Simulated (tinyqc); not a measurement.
Subthreshold parameters from three currents.

Inverse problem. Far below threshold and for Vds well above Vt the virtual-source current tends to I = Cinv n Vt vx0 exp((Vgs - VT0 + dl Vds + al Vt)/(n Vt)) per width, with constant n; the three currents follow this limit. Find n, dl and VT0.

Values chosen for this exercise: temperature T = 293 K; inversion capacitance Cinv = 1.1 uF/cm^2; velocity at the virtual source vx0 = 1.01e7 cm/s; threshold shift (in units of Vt) from weak to strong inversion al = 3.5.

Constants: q = 1.602176634e-19 C, kB = 1.380649e-23 J/K, Vt = kB T/q. Results are converted to the units shown.

I at (Vgs, Vds) = (-0.2, 0.3), (-0.09, 0.3) and (-0.2, 1.2) V (nA/um): [0.095186454, 2.2368565, 0.61130209]

Solution. The first two currents differ in Vgs alone and give n; the first and third differ in Vds alone and give dl; the size of the first then gives VT0.

n = 1.38
dl = 0.0720 V/V
VT0 = 0.360 V

Numbers from tinyqc (`OMP_NUM_THREADS=1 python tinyqc.py 2380078 2380079 out.jsonl`; about 0.01 s on one thread of a shared Intel Xeon 2.30GHz).
